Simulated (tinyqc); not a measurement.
# p-n heterojunction, non-linear Poisson equation by Newton steps, Fermi-Dirac statistics: what changes with what

One dimension, material 1 (p-type) at x < 0 and material 2 (n-type) at x > 0. Band edges: Ec = -psi in material 1 and -psi + dEc in material 2, Ev = Ec - Eg. Flat quasi-Fermi levels: 0 for holes, +V for electrons. n = Nc F((EFn - Ec)/Vt), p = Nv F((Ev - EFp)/Vt), with F(eta) = F_1/2(eta) = (2/sqrt(pi)) int_0^infinity sqrt(u) du/(1 + exp(u - eta)) (Fermi-Dirac statistics); full ionisation, no interface charge, classical densities; the doping types are chosen for the exercise.

Inputs (values chosen for the exercise); band and dielectric values those of a made-up pair: temperature T = 300 K; band gap of material 1 Eg1 = 4.1 eV; relative permittivity of material 1 er1 = 8.44; conduction-band density of states of material 1 Nc1 = 2.7e18 cm^-3; valence-band density of states of material 1 Nv1 = 6.36e19 cm^-3; band gap of material 2 Eg2 = 3.42 eV; relative permittivity of material 2 er2 = 11.1; conduction-band density of states of material 2 Nc2 = 2.55e18 cm^-3; valence-band density of states of material 2 Nv2 = 4.62e19 cm^-3; conduction-band offset Ec2 - Ec1 dEc = -0.3 eV; acceptor density of material 1 N1 = 5.3e15 cm^-3; donor density of material 2 N2 = 8.9e15 cm^-3; bias of side 1 against side 2 V = 0 V.

Constants: q = 1.602176634e-19 C, kB = 1.380649e-23 J/K, Vt = kB T/q, eps0 = 8.8541878128e-14 F/cm where lengths are in cm. Results are converted to the units shown.

Each table varies one quantity; the others keep the values above.

## Effect of the conduction-band offset Ec2 - Ec1

Exact first integral: on each side D^2/(2 eps0 er) = G, G = q [Vt (nI_j - nI_b) + Vt (pI_j - pI_b) - C (psi_j - psi_b)], with C = -N1 or +N2, b the neutral end of that side, and nI, pI the densities with F_1/2 replaced by F_3/2(eta) = (4/(3 sqrt(pi))) int_0^infinity u^(3/2) du/(1 + exp(u - eta)). D is continuous, so er1 G1(psi_j) = er2 G2(psi_j) fixes psi_j. Ends from Nv1 F((-psi_L - Eg1)/Vt) = N1 and Nc2 F((V + psi_R - dEc)/Vt) = N2. D is counted positive when psi rises towards material 2. Depletion (Anderson) capacitance C^2 = q eps0 er1 er2 N1 N2/(2 (er1 N1 + er2 N2)(psi_R - psi_L)). -dD/dV is the change of the displacement at the interface with both quasi-Fermi levels flat; it is the terminal capacitance only while neither side holds an inversion layer. n_j and p_j are densities at the interface.

Effect of the conduction-band offset Ec2 - Ec1:

| dEc (eV) | psi_R - psi_L (V) | psi_j - psi_L (V) | psi_R - psi_j (V) | D/q (cm^-2) | n_j in 1 (cm^-3) | p_j in 2 (cm^-3) | -dD/dV (nF/cm^2) | depletion C (nF/cm^2) |
|---|---|---|---|---|---|---|---|---|
| -0.6 | 3.111 | 2.132 | 0.9793 | 3.227e11 | 2.772e-11 | 1.319e-19 | 8.449 | 8.379 |
| -0.53 | 3.181 | 2.180 | 1.001 | 3.263e11 | 1.788e-10 | 3.066e-19 | 8.354 | 8.286 |
| -0.45 | 3.261 | 2.235 | 1.026 | 3.305e11 | 1.504e-9 | 8.044e-19 | 8.249 | 8.184 |
| -0.38 | 3.331 | 2.283 | 1.048 | 3.341e11 | 9.701e-9 | 1.871e-18 | 8.161 | 8.097 |
| -0.3 | 3.411 | 2.338 | 1.073 | 3.381e11 | 8.164e-8 | 4.908e-18 | 8.063 | 8.002 |
| -0.22 | 3.491 | 2.393 | 1.098 | 3.421e11 | 6.870e-7 | 1.287e-17 | 7.969 | 7.910 |
| -0.15 | 3.561 | 2.441 | 1.120 | 3.456e11 | 4.430e-6 | 2.994e-17 | 7.889 | 7.831 |
| -0.07 | 3.641 | 2.496 | 1.145 | 3.495e11 | 3.728e-5 | 7.855e-17 | 7.800 | 7.745 |
| 0 | 3.711 | 2.545 | 1.166 | 3.529e11 | 2.404e-4 | 1.827e-16 | 7.725 | 7.671 |

What does the comparison show?

As dEc goes from -0.6 to 0, the total bending rises from 3.11 to 3.71 V and the sheet charge D/q rises from 3.23e11 to 3.53e11 cm^-2; the share of the bending in material 1 stays near 68.5 %. The capacitance departs most from the depletion formula at dEc = -0.6, where it is 0.84 % above it.

## Effect of the acceptor density of material 1

Same model as above.

Effect of the acceptor density of material 1:

| N1 (cm^-3) | psi_R - psi_L (V) | psi_j - psi_L (V) | psi_R - psi_j (V) | D/q (cm^-2) | n_j in 1 (cm^-3) | p_j in 2 (cm^-3) | -dD/dV (nF/cm^2) | depletion C (nF/cm^2) |
|---|---|---|---|---|---|---|---|---|
| 2.6e14 | 3.333 | 3.236 | 0.09657 | 8.824e10 | 2.055e9 | 1.950e-34 | 2.153 | 2.137 |
| 6.2e14 | 3.355 | 3.163 | 0.1920 | 1.347e11 | 5.114e7 | 7.835e-33 | 3.266 | 3.241 |
| 1.5e15 | 3.378 | 2.975 | 0.4037 | 2.031e11 | 1.420e4 | 2.821e-29 | 4.892 | 4.854 |
| 3.5e15 | 3.400 | 2.604 | 0.7967 | 2.901e11 | 0.003563 | 1.124e-22 | 6.940 | 6.887 |
| 8.1e15 | 3.422 | 2.018 | 1.404 | 3.879e11 | 2.212e-13 | 1.811e-12 | 9.221 | 9.151 |
| 1.9e16 | 3.444 | 1.319 | 2.125 | 4.787e11 | 1.727e-25 | 2.320 | 11.31 | 11.22 |
| 4.5e16 | 3.466 | 0.7307 | 2.736 | 5.439e11 | 9.536e-36 | 4.201e10 | 12.76 | 12.67 |
| 1.1e17 | 3.489 | 0.3794 | 3.110 | 6.023e11 | 4.889e-42 | 8.190e16 | 6.964 | 13.47 |

What does the comparison show?

As N1 goes from 2.6e14 to 1.1e17, the total bending rises from 3.33 to 3.49 V and the sheet charge D/q rises from 8.82e10 to 6.02e11 cm^-2; the share of the bending in material 1 falls from 97.1 to 10.9 %. The capacitance departs most from the depletion formula at N1 = 1.1e17, where it is 48 % below it, and there the holes at the interface in material 2 outnumber its donors: an inversion layer has formed, which screens D from the bias.

Numbers from tinyqc (`OMP_NUM_THREADS=1 python tinyqc.py 2040024 2040025 out.jsonl`; about 0.2 s on one thread of a shared Intel Xeon 2.30GHz).
